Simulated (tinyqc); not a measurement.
Raising U: Hubbard chain of 4 sites, mean field against exact. Computed by the program tinyqc. 

one-body matrix (hopping and site energies) (eV):
```
         1        2        3        4
1  -0.1400  -1.8000   0.0000   0.0000
2  -1.8000   0.1400  -1.8000   0.0000
3   0.0000  -1.8000  -0.6000  -1.8000
4   0.0000   0.0000  -1.8000   0.5500
```

electrons, up and down: 2  1

Collinear unrestricted mean field (the lowest of 40 random starts) against exact diagonalisation.

Exact and mean-field results (eV):
```
U          U/t   E exact  E mean field  mean |n_up - n_down|  double occupancy, exact  first gap in the sector
0.900    0.500  -6.74502      -6.72606                 0.250                    0.119                    1.928
1.800    1.000  -6.34229      -6.26638                 0.250                    0.105                    1.850
3.600    2.000  -5.68081      -5.39135                 0.256                    0.080                    1.633
5.400    3.000  -5.18322      -4.60792                 0.329                    0.060                    1.409
7.200    4.000  -4.81074      -3.98226                 0.434                    0.045                    1.214
10.800   6.000  -4.31251      -3.25868                 0.608                    0.026                    0.925
14.400   8.000  -4.00659      -2.98989                 0.729                    0.017                    0.736
21.600  12.000  -3.66198      -2.83283                 0.741                    0.008                    0.515
36.000  20.000  -3.36193      -2.70901                 0.747                 3.22e-03                    0.318
```

In absolute terms mean field is worst at U/t = 6.0, 1.054 eV too high: at small U it is nearly exact, and at large U it still misses the motion of the hole through a fluctuating spin background. Relative to the exact energy its error is 0.3 % at the smallest U, 25 % at most and 19 % at the largest. The double occupancy falls from 0.119 to 0.003.
